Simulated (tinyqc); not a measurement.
Donor binding, ionisation and the Mott limit: Freeze-out.

Hydrogenic donor: Ry = (m0 q^3/(8 eps0^2 h^2)) me/eps_r^2 in eV, E0 = cc Ry, radius a = q/(8 pi eps0 eps_r E0), Mott density Nm = (0.26/a)^3. Below Nm the level sinks as Ed = E0 [1 - (N/Nm)^(1/3)]. Neutrality: Nc F12(eta) = N/(1 + 2 exp(eta + Ed/kB T)), F12(x) = (2/sqrt(pi)) int_0^infinity sqrt(u)/(1 + exp(u - x)) du.

Nc is given at 77 K and scales as T^1.5.

Inputs (values chosen for the exercise); band and dielectric values close to those of 4H silicon carbide:

| symbol | value | unit | meaning |
|---|---|---|---|
| eps_r | 9.55 |  | relative permittivity |
| me | 0.373 | m0 | mass in the hydrogenic formula, set independently of Nc |
| Nc | 2.18e18 | cm^-3 | conduction-band density of states at 77 K |
| cc | 1.8 |  | ratio of the true binding energy to the hydrogenic one |
| N | 2.8e17 | cm^-3 | donor density |

Constants: q = 1.602176634e-19 C, kB = 1.380649e-23 J/K, eps0 = 8.8541878128e-12 F/m, h = 6.62607015e-34 J s, m0 = 9.1093837015e-31 kg, Vt = kB T/q. Results are converted to the units shown.

Results:

| T (K) | eta | n (cm^-3) | ionised (%) | ln(n/T^0.75) |
|---|---|---|---|---|
| 30 | -16.37 | 4.126e10 | 1.474e-5 | 21.89 |
| 45 | -11.44 | 1.049e13 | 0.003747 | 27.13 |
| 60 | -9.037 | 1.783e14 | 0.06366 | 29.74 |
| 80 | -7.293 | 1.571e15 | 0.5610 | 31.70 |
| 150 | -5.083 | 3.669e16 | 13.10 | 34.38 |
| 220 | -4.551 | 1.107e17 | 39.54 | 35.20 |
| 300 | -4.502 | 1.851e17 | 66.11 | 35.48 |
| 400 | -4.697 | 2.348e17 | 83.86 | 35.50 |

Estimate the missing row, T = 110 K.

Computed row:

| T (K) | eta | n (cm^-3) | ionised (%) | ln(n/T^0.75) |
|---|---|---|---|---|
| 110 | -5.940 | 9.786e15 | 3.495 | 33.29 |

With this row back in the table: The ionised share rises from 1.47e-5 to 83.9 %. Between the first two rows ln(n/T^0.75) has the slope -40.6 meV against q/kB T; deep freeze-out without compensation gives -Ed/2 = -40.6 meV.

Range of the model: A sharp level with degeneracy 2 overstates freeze-out near Nm, where the impurity band broadens and merges with the conduction band.

Computed by the program tinyqc: `OMP_NUM_THREADS=1 python tinyqc.py 2330103 2330104 out.jsonl`, one thread of a shared Intel Xeon 2.30GHz, about 0.02 s for the whole run.
